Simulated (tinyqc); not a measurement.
Inside a calculation. Method: tight binding, kagome lattice. One step of it, computed by the program tinyqc.

Question. Levels at k. Diagonalise the Hermitian matrix.

H(k) at k (eV), lower triangle (Hermitian):
```
                     A                   B         C
A             0.000000
B  -1.380935-1.085792i            0.000000
C  -0.719600+1.190538i  0.271268+0.370820i  0.000000
```

Give: eigenvalues; weights |c|^2 of the basis functions.

Answer.

eigenvalues (eV): -2.4558  0.3858  2.0700

weights |c|^2 of the basis functions:
```
   band 1  band 2  band 3
A  0.4525  0.0130  0.5344
B  0.3185  0.3733  0.3083
C  0.2290  0.6137  0.1573
```
